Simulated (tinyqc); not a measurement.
Inside a calculation: density of states of one tight-binding band on the simple cubic lattice. Values are carried at full precision from step to step, so a last printed digit may differ when a step is redone from the rounded ones.

E(k) = -2 t (c1 + c2 + c3) - 4 t2 (c1 c2 + c2 c3 + c3 c1) with ci = cos(2 pi ki); k in fractions of the reciprocal vectors, mesh k_i = j/N with j = 0 .. N-1. Densities are per cell and per spin, so the band holds one state.

Values chosen for the exercise: t = 1.3 eV (nearest hopping); t2 = 0 eV (second hopping); N = 4 (mesh points along each axis); bins = 6 (bins of the histogram); E_lo = -7.813 eV (lower end of the histogram); E_hi = 7.817 eV (upper end); E = 2.83 eV (energy at which the density is wanted); sigma = 0.39 eV (Gaussian width).

## Energies on the mesh

Evaluate the band at all 64 points and collect equal values.

Distinct energies:
```
E_k (eV)  points
-7.8000        1
-5.2000        6
-2.6000       15
0.0000        20
2.6000        15
5.2000         6
7.8000         1
```

The 64 points give 7 distinct energies between -7.8000 and 7.8000 eV; a dense mesh gives a band from -7.800 to 7.800 eV.

## Histogram

Count the points in equal bins from E_lo to E_hi; g = count/(all points x bin width).

Histogram:
```
from (eV)  to (eV)  points  g (1/eV)
-7.8130    -5.2080       1    0.0060
-5.2080    -2.6030       6    0.0360
-2.6030     0.0020      35    0.2099
0.0020      2.6070      15    0.0900
2.6070      5.2120       6    0.0360
5.2120      7.8170       1    0.0060
```

Empty bins: 0 of 6; the fullest holds 35 points.

## Gaussian broadening at one energy

Gaussian broadening: g(E) = mean over the mesh of exp(-(E - E_k)^2/(2 sigma^2))/(sigma sqrt(2 pi)), n(E) = mean of erfc((E_k - E)/(sigma sqrt 2))/2.

Sum over the distinct energies with their counts.

n(E) = 0.8255
g(E) = 0.2015 1/eV

## One tetrahedron of the mesh

For corner energies e1 <= e2 <= e3 <= e4 and eij = ei - ej, the share of the tetrahedron below E is n = (E - e1)^3/(e21 e31 e41) for e1 < E < e2; n = [e21^2 + 3 e21 x + 3 x^2 - (e31 + e42) x^3/(e32 e42)]/(e31 e41) with x = E - e2 for e2 < E < e3; n = 1 - (e4 - E)^3/(e41 e42 e43) for e3 < E < e4; its density of states is g = dn/dE.

corner energies, sorted (eV): -2.6000  0.0000  2.6000  5.2000

Find its share below E and its density of states at E.

n = 0.8738
g = 0.1598 1/eV

E lies between corners 3 and 4.

## Sum over all linear tetrahedra

Each cube of the mesh, corners numbered 0 to 7 as the binary number (i j l), is cut into six tetrahedra around the diagonal 0-7: 0137, 0157, 0237, 0267, 0457, 0467. For corner energies e1 <= e2 <= e3 <= e4 and eij = ei - ej, the share of the tetrahedron below E is n = (E - e1)^3/(e21 e31 e41) for e1 < E < e2; n = [e21^2 + 3 e21 x + 3 x^2 - (e31 + e42) x^3/(e32 e42)]/(e31 e41) with x = E - e2 for e2 < E < e3; n = 1 - (e4 - E)^3/(e41 e42 e43) for e3 < E < e4; its density of states is g = dn/dE.

Average n and g over all pieces of the mesh. The reference uses the same method with N = 36.

n(E) = 0.8545
g(E) = 0.0878 1/eV
reference n(E) = 0.809
reference g(E) = 0.087 1/eV

On this mesh the linear method errs by +0.001 1/eV in g and +0.045 in n; the Gaussian sum erred by +0.114 and +0.016.

## Checks

- States below the top of the band by the linear method against one: both 1.000000.

Program tinyqc; command `OMP_NUM_THREADS=1 python tinyqc.py 1651096 1651097 out.jsonl`; about 0.3 s on one thread of a shared Intel(R) Xeon(R) Processor @ 2.30GHz.
